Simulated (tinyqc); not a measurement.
# Inverter chain driving a load

N inverters, each f = Hc^(1/N) times larger than the one before: delay tau N (f + pp). Switched capacitance in units of the first input, with output capacitance pp times the input: Hc + (1 + pp)(Hc - 1)/(f - 1).

Inputs (values chosen for the exercise):
- Hc = 2800 (load over the input capacitance of the chain)
- pp = 0 (parasitic delay of an inverter)
- tau = 4 ps (delay unit)

Inverter chain driving a load:
```
N        f  delay (ps)  switched capacitance
5   4.8914      97.828                3519.3
6   3.7543      90.103                3816.2
7   3.1078      87.018                4127.9
8   2.6971      86.307                4449.3
9   2.4156      86.960                4777.3
10  2.2116      88.466                5110.1
11  2.0577      90.538                5446.4
12  1.9376      93.005                5785.3
```

What does the table show?

The delay goes from 97.8 through a minimum of 86.3 (at N = 8 among the rows listed) to 93.0 ps. The best stage effort solves pp + rho (1 - ln rho) = 0, rho = 2.72, which gives N = ln Hc/ln rho = 7.94. One stage fewer than the best costs 0.82 % in delay and saves 7.2 % of the switched capacitance.

Program tinyqc, `OMP_NUM_THREADS=1 python tinyqc.py 2082027 2082028 out.jsonl`; Intel Xeon 2.30GHz, shared host, one thread, about 0.01 s.
